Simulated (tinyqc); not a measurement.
# Worked calculation: input admittance of a MOSFET at zero drain bias: distributed channel and distributed gate

Computed by the program tinyqc: `OMP_NUM_THREADS=1 python tinyqc.py 2262228 2262229 out.jsonl`, one thread of a shared Intel Xeon 2.30GHz, about 0.01 s for the whole run. Printed values are rounded.

Source and drain grounded, strong inversion, w = 2 pi f, Cox = eps0 eox/tox. The channel is an RC line of resistance 1/(mu Cox Vo) per square fed from both ends, so one finger has the intrinsic admittance y = i w Cox L tanh(g)/g per width, g = (1/2) sqrt(i w tau), tau = L^2/(mu Vo). The vertical resistance rv/L is in series with y, the overlaps 2 i w Cov in parallel: y_t = 1/(1/y + rv/L) + 2 i w Cov. The gate strip is a line of Rsh/L per length loaded by y_t, so a finger has Y = y_t Wf tanh(k)/k, k = (Wf/sd) sqrt(y_t Rsh/L); the device has Nf Y.

Parameters, values chosen for the exercise; values of the order met in silicon radio-frequency transistors:
```
symbol,value,unit,meaning
eox,25.5,,relative permittivity of the gate insulator (close to zirconium oxide)
tox,10,nm,insulator thickness
L,1.3,um,channel length
Wf,16,um,finger width
Nf,4,,number of fingers
mu,440,cm^2/(V s),channel mobility
Vo,0.2,V,gate overdrive
Rsh,19,ohm/square,sheet resistance of the gate
rv,0,ohm um^2,vertical resistivity of the gate stack
sd,2,,number of ends at which a finger is contacted
Cov,0.33,fF/um,overlap and fringe capacitance on each side
f,2.1,GHz,frequency
```

Constants: eps0 = 8.8541878128e-14 F/cm where lengths are in cm. Results are converted to the units shown.

## Low-frequency resistances and capacitance

Low-frequency limits, with c = Cox L and ct = c + 2 Cov: R_strip = Rsh Wf/(3 sd^2 L Nf), R_ch = (c/ct)^2 L/(12 mu Cox Vo Wf Nf), R_vert = (c/ct)^2 rv/(L Wf Nf), C = ct Wf Nf.

parts (ohm): strip 4.871795, channel 8.148841, vertical 0
sum = 13.02064 ohm
C = 1920.744 fF
1/(2 pi R C) = 6.363827 GHz

The channel term is the largest, 62.6 % of the sum.

## Admittance of the channel and stack per width

tau, g, c = Cox L, y and y_t as defined.

tau = 192.0455 ps
g = 0.5628033+0.5628033i
c = 29.35163 fF/um
y = 76.7960+367.8422i uS/um
y_t = 76.7960+376.5507i uS/um

w tau = 2.53, and Im y is 0.950 of w c.

## Input impedance of the device

k and Y as defined; Z = 1/(Nf Y) = R + 1/(i w C); Q = |Im Z|/R; signal at the point farthest from a contact |1/cosh k|.

k = 0.4643835+0.3792337i
Nf Y = 7.35128+22.64428i mS
R = 12.96968 ohm
C = 1897.037 fF
Q = 3.080320
signal at the far point = 0.9558325

R is 0.39 % below its low-frequency limit and C is 1.2 % below its own.
